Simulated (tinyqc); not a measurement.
Band bending at a free surface with one surface level, surface photovoltage and Kelvin probe: one step of the calculation.

n-type bulk, xi = Ec - EF = Vt ln(Nc/Nd), p0 = ni^2/Nd, ni = sqrt(Nc Nv) exp(-Eg/(2 Vt)), Eg in volts. b is the upward band bending, u = b/Vt. Space charge per area, in units of q: Qc = sign(b) sqrt((2 eps0 eps_r Vt/q) [(Nd + dn)(exp(-u) - 1) + Nd u + (p0 + dn)(exp(u) - 1)]), with dn the excess density under light (flat quasi-Fermi levels; 0 in the dark). The level holds -Ns f, f = 1/(1 + exp((xi + b - Es)/Vt)). Neutrality: Qc + Qf + (charge of the states) = 0.

Task. Bulk quantities. xi, ni, p0, the Debye length sqrt(eps0 eps_r Vt/(q Nd)) and the flat-band work function chi + xi.

Values chosen for this exercise; band and dielectric values those of a made-up semiconductor:
- T = 300 K (temperature)
- Eg = 4.2 eV (band gap)
- eps_r = 10.1 (relative permittivity)
- Nc = 2.11e18 cm^-3 (conduction-band density of states at T)
- Nv = 4.66e19 cm^-3 (valence-band density of states at T)
- chi = 3.44 eV (electron affinity)
- Nd = 5.5e16 cm^-3 (donor density)

Constants: q = 1.602176634e-19 C, kB = 1.380649e-23 J/K, Vt = kB T/q, eps0 = 8.8541878128e-14 F/cm where lengths are in cm. Results are converted to the units shown.

Find: xi; ni; p0; Debye length; chi + xi.

Result.

xi = 0.09429 eV
ni = 5.223e-17 cm^-3
p0 = 4.959e-50 cm^-3
Debye length = 16.20 nm
chi + xi = 3.534 eV

Computed by the program tinyqc: `OMP_NUM_THREADS=1 python tinyqc.py 2430115 2430116 out.jsonl`, one thread of a shared Intel Xeon 2.30GHz, about 0.01 s for the whole run.
